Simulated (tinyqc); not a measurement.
Worked calculation: plane-wave Kohn-Sham cycle with exchange-only LDA in a layered model solid. Computed by tinyqc, a small Python program that keeps every step. Settings: points = 16, plane-wave index or count = 3, electrons = 2, k points = 2, area = 37.0, mixing = 1.0, iteration cap = 71. Command: `OMP_NUM_THREADS=1 python tinyqc.py 23874 23875 out.jsonl` (the two numbers bound the seeds that draw the settings). One thread of a shared host (Intel(R) Xeon(R) Processor @ 2.60GHz), about 0.01 s of CPU time with the checks. Later iterations appear only in the table of the cycle.

## Iteration 1: potential

A solid whose potential varies along x alone (atomic units):
```
parameter,value
period a,4.400000
cross-section of the cell,37.000000
electrons per cell,2
grid points,16
"plane waves -n..n, n",3
k points,2
V1 in V1 cos(2 pi x/a),-0.670000
V2 in V2 cos(4 pi x/a),-0.050000
```

density at the start, on the grid x_j = j a/N (e/bohr^3): 0.012285  0.012285  0.012285  0.012285  0.012285  0.012285  0.012285  0.012285  0.012285  0.012285  0.012285  0.012285  0.012285  0.012285  0.012285  0.012285

V_H(G) = 4 pi rho(G)/G^2 for G != 0 (uniform background); v_x = -(3 rho/pi)^(1/3); V = V_ext + V_H + v_x; Fourier components f(G_m) = (1/N) sum_j f(x_j) exp(-i G_m x_j).

Potentials on the grid (hartree):
```
x,V_ext,V_H,v_x,V
0.0000,-0.7200,0.0000,-0.2272,-0.9472
0.2750,-0.6544,0.0000,-0.2272,-0.8816
0.5500,-0.4738,0.0000,-0.2272,-0.7010
0.8250,-0.2210,0.0000,-0.2272,-0.4483
1.1000,0.0500,0.0000,-0.2272,-0.1772
1.3750,0.2918,0.0000,-0.2272,0.0645
1.6500,0.4738,0.0000,-0.2272,0.2465
1.9250,0.5836,0.0000,-0.2272,0.3564
2.2000,0.6200,0.0000,-0.2272,0.3928
2.4750,0.5836,0.0000,-0.2272,0.3564
2.7500,0.4738,0.0000,-0.2272,0.2465
3.0250,0.2918,0.0000,-0.2272,0.0645
3.3000,0.0500,0.0000,-0.2272,-0.1772
3.5750,-0.2210,0.0000,-0.2272,-0.4483
3.8500,-0.4738,0.0000,-0.2272,-0.7010
4.1250,-0.6544,0.0000,-0.2272,-0.8816
```

V(G_m), m = 0, 1, 2, ... (hartree): -0.2272  -0.3350  -0.0250  0.0000  0.0000  0.0000  0.0000

## Iteration 1: Hamiltonian at one k

k = 0.2500 2 pi / a

H(m,m') = (k + G_m)^2/2 delta + V(G_m - G_m'), with V(-G) = V(G).

H (hartree):
```
,-3,-2,-1,+0,+1,+2,+3
-3,7.4834,-0.3350,-0.0250,0.0000,0.0000,0.0000,0.0000
-2,-0.3350,2.8953,-0.3350,-0.0250,0.0000,0.0000,0.0000
-1,-0.0250,-0.3350,0.3463,-0.3350,-0.0250,0.0000,0.0000
+0,0.0000,-0.0250,-0.3350,-0.1635,-0.3350,-0.0250,0.0000
+1,0.0000,0.0000,-0.0250,-0.3350,1.3659,-0.3350,-0.0250
+2,0.0000,0.0000,0.0000,-0.0250,-0.3350,4.9344,-0.3350
+3,0.0000,0.0000,0.0000,0.0000,-0.0250,-0.3350,10.5422
```

## Iteration 1: levels at that k

Diagonalise the Hermitian matrix.

eigenvalues (hartree): -0.3949  0.4598  1.4083  2.9150  4.9460  7.5077  10.5621

## Iteration 1: new density

Motion across x is left out: the lowest 1 band(s) hold two electrons at each of the k points (j + 1/2)/nk - 1/2. Residual R = rho(out) - rho(in); rho(new) = rho(in) + 1 R. rho(out) = 2/(a A nk) sum |psi|^2 with psi = sum c exp(i G x). Harris energy E = band energy - dV sum rho (V_H/2 + v_x) + (3/4) dV sum rho v_x with rho(in), dV = a A/N, band energy = (2/nk) sum of the filled levels.

rho(out) (e/bohr^3): 0.029924  0.027554  0.021640  0.014752  0.008985  0.005090  0.002843  0.001744  0.001420  0.001744  0.002843  0.005090  0.008985  0.014752  0.021640  0.027554

density after iteration 1 (e/bohr^3): 0.029924  0.027554  0.021640  0.014752  0.008985  0.005090  0.002843  0.001744  0.001420  0.001744  0.002843  0.005090  0.008985  0.014752  0.021640  0.027554

energy per cell = -0.676226 hartree

## Iteration 2: potential

As before.

Potentials on the grid (hartree):
```
x,V_ext,V_H,v_x,V
0.0000,-0.7200,0.0904,-0.3057,-0.9354
0.2750,-0.6544,0.0822,-0.2974,-0.8696
0.5500,-0.4738,0.0598,-0.2744,-0.6884
0.8250,-0.2210,0.0285,-0.2415,-0.4340
1.1000,0.0500,-0.0051,-0.2047,-0.1599
1.3750,0.2918,-0.0358,-0.1694,0.0865
1.6500,0.4738,-0.0598,-0.1395,0.2745
1.9250,0.5836,-0.0749,-0.1185,0.3902
2.2000,0.6200,-0.0800,-0.1107,0.4293
2.4750,0.5836,-0.0749,-0.1185,0.3902
2.7500,0.4738,-0.0598,-0.1395,0.2745
3.0250,0.2918,-0.0358,-0.1694,0.0865
3.3000,0.0500,-0.0051,-0.2047,-0.1599
3.5750,-0.2210,0.0285,-0.2415,-0.4340
3.8500,-0.4738,0.0598,-0.2744,-0.6884
4.1250,-0.6544,0.0822,-0.2974,-0.8696
```

V(G_m), m = 0, 1, 2, ... (hartree): -0.2067  -0.3408  -0.0233  -0.0003  0.0001  0.0000  0.0000

## Iteration 2: Hamiltonian at one k

k = 0.2500 2 pi / a

As before.

H (hartree):
```
,-3,-2,-1,+0,+1,+2,+3
-3,7.5039,-0.3408,-0.0233,-0.0003,0.0001,0.0000,0.0000
-2,-0.3408,2.9158,-0.3408,-0.0233,-0.0003,0.0001,0.0000
-1,-0.0233,-0.3408,0.3668,-0.3408,-0.0233,-0.0003,0.0001
+0,-0.0003,-0.0233,-0.3408,-0.1430,-0.3408,-0.0233,-0.0003
+1,0.0001,-0.0003,-0.0233,-0.3408,1.3864,-0.3408,-0.0233
+2,0.0000,0.0001,-0.0003,-0.0233,-0.3408,4.9549,-0.3408
+3,0.0000,0.0000,0.0001,-0.0003,-0.0233,-0.3408,10.5627
```

## Iteration 2: levels at that k

As before.

eigenvalues (hartree): -0.3805  0.4821  1.4304  2.9362  4.9669  7.5291  10.5833

## Iteration 2: new density

As before.

rho(out) (e/bohr^3): 0.030050  0.027659  0.021692  0.014750  0.008947  0.005037  0.002789  0.001694  0.001373  0.001694  0.002789  0.005037  0.008947  0.014750  0.021692  0.027659

density after iteration 2 (e/bohr^3): 0.030050  0.027659  0.021692  0.014750  0.008947  0.005037  0.002789  0.001694  0.001373  0.001694  0.002789  0.005037  0.008947  0.014750  0.021692  0.027659

energy per cell = -0.678702 hartree

## Convergence

Stop when sqrt(dV sum R^2) is below 1e-8, dV = a A/N.

Course of the cycle:
```
iteration,E (hartree),norm of the residual
1,-0.676226,1.28e-01
2,-0.678702,8.14e-04
3,-0.678703,1.98e-05
4,-0.678703,4.91e-07
5,-0.678703,1.23e-08
6,-0.678703,3.11e-10
```

Converged in 6 iterations. Before convergence this energy mixes input and output and is not variational, so it may rise towards its limit.
